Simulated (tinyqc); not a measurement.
Short-channel transistor, virtual-source model with series resistance: two steps of the calculation.

The current per gate width is the charge at the top of the source barrier (the virtual source) times its velocity times a saturation function; al and be are fitting constants of the model. Units: I in uA/um, Rs in ohm um, so I Rs = 1e-6 I Rs in volts; Q in uC/cm^2, so I = 1e-4 Q vx0 Fsat with vx0 in cm/s.

Parameters, values chosen for the exercise:
- T = 293 K (temperature)
- Cinv = 2.75 uF/cm^2 (inversion capacitance)
- vx0 = 1.34e7 cm/s (velocity at the virtual source)
- mu = 300 cm^2/(V s) (apparent mobility)
- L = 32 nm (channel length)
- VT0 = 0.426 V (threshold at zero drain voltage)
- dl = 0.184 V/V (drain-induced barrier lowering)
- n0 = 1.39 (subthreshold factor)
- nd = 0 1/V (growth of n with drain voltage)
- al = 3.5 (threshold shift (in units of Vt) from weak to strong inversion)
- be = 1.8 (sharpness of saturation)
- Rs = 90 ohm um (series resistance of each contact)
- Vgs = 1 V (gate voltage)
- Vds = 1 V (drain voltage)

Constants: q = 1.602176634e-19 C, kB = 1.380649e-23 J/K, Vt = kB T/q. Results are converted to the units shown.

Task 1. Current through the series resistance. Intrinsic voltages Vg' = Vgs - I Rs, Vd' = Vds - 2 I Rs. n = n0 + nd Vd', VT = VT0 - dl Vd', Ff = 1/(1 + exp((Vg' - VT + al Vt/2)/(al Vt))), Q = Cinv n Vt ln(1 + exp((Vg' - VT + al Vt Ff)/(n Vt))), Vdsat = (vx0 L/mu)(1 - Ff) + Vt Ff, Fsat = u/(1 + u^be)^(1/be) with u = Vd'/Vdsat, and I(out) = Q vx0 Fsat per width. (Fsat takes the sign of u.) I(new) = I(out).

I at the start = 0 uA/um

Give: Vg'; Vd'; VT; Ff; Q; Vdsat; Fsat; I(out); I after iteration 1.

Result 1.

Vg' = 1.000 V
Vd' = 1.000 V
VT = 0.2420 V
Ff = 1.142e-4
Q = 2.085 uC/cm^2
Vdsat = 0.1429 V
Fsat = 0.9836
I(out) = 2748 uA/um
I after iteration 1 = 2748 uA/um

Task 2. What the series resistance costs. n = n0 + nd Vd', VT = VT0 - dl Vd', Ff = 1/(1 + exp((Vg' - VT + al Vt/2)/(al Vt))), Q = Cinv n Vt ln(1 + exp((Vg' - VT + al Vt Ff)/(n Vt))), Vdsat = (vx0 L/mu)(1 - Ff) + Vt Ff, Fsat = u/(1 + u^be)^(1/be) with u = Vd'/Vdsat, and I = Q vx0 Fsat per width. I0 is the current for Rs = 0. Effective velocity I/Q; transit time L Q/I.

converged I = 1877.1125 uA/um
I0 = 2747.5621 uA/um

Find: loss against I0; effective velocity; transit time.

Result 2.

loss against I0 = 31.68 %
effective velocity = 1.295e7 cm/s
transit time = 0.2471 ps

The carriers leave the virtual source at 96.7 % of vx0: the device is in saturation.

Program tinyqc, `OMP_NUM_THREADS=1 python tinyqc.py 2380104 2380105 out.jsonl`; Intel Xeon 2.30GHz, shared host, one thread, about 0.01 s.
